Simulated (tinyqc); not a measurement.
Hall factor, magnetoresistance and optical conductivity for a power-law relaxation time: one step, computed by the program tinyqc. Command: `OMP_NUM_THREADS=1 python tinyqc.py 3006295 3006296 out.jsonl magneto walk`. One thread of a shared host (Intel(R) Xeon(R) Processor @ 2.30GHz), about 0.01 s of CPU time with the checks.

One spherical parabolic band, tau(E) = tau_0 x^s with x = E/(k_B T). Landau quantisation is left out.

Problem. At the given field. <y> = int y x^(3/2) f (1 - f) dx / int x^(3/2) f (1 - f) dx, f = 1/(1 + exp(x - eta)). Integrals over x = E/(k_B T) use 160 Gauss-Legendre points in u = sqrt(x) from 0 to sqrt(max(eta, 0) + 45). With w_c = e B/m: sigma_xx = (n e^2/m) <tau/(1 + w_c^2 tau^2)>, sigma_xy = (n e^2/m) <w_c tau^2/(1 + w_c^2 tau^2)>; r_H = (n e/B) sigma_xy/(sigma_xx^2 + sigma_xy^2); MR = sigma_0 sigma_xx/(sigma_xx^2 + sigma_xy^2) - 1, sigma_0 = n e^2 <tau>/m.

Inputs (values chosen for the exercise, with a mass close to that of electrons in InAs):
```
quantity                 value  unit
effective mass m         0.022   m_0
exponent s               -0.25     -
tau_0                      450    fs
reduced Fermi level eta    9.2     -
temperature T              300     K
magnetic field B         0.054     T
```

density n = 1.744254e+18 1/cm^3

drift mobility mu = 20483.00 cm^2/(V s)

Constants: e = 1.602176634e-19 C; m_0 = 9.1093837015e-31 kg.

Give: mu B; sigma_xx; |sigma_xy|; Hall factor r_H; magnetoresistance MR.

Solution.

mu B = 0.1106

sigma_xx = 5655 S/cm

|sigma_xy| = 626.8 S/cm

Hall factor r_H = 1.002

magnetoresistance MR = 0.002854 %
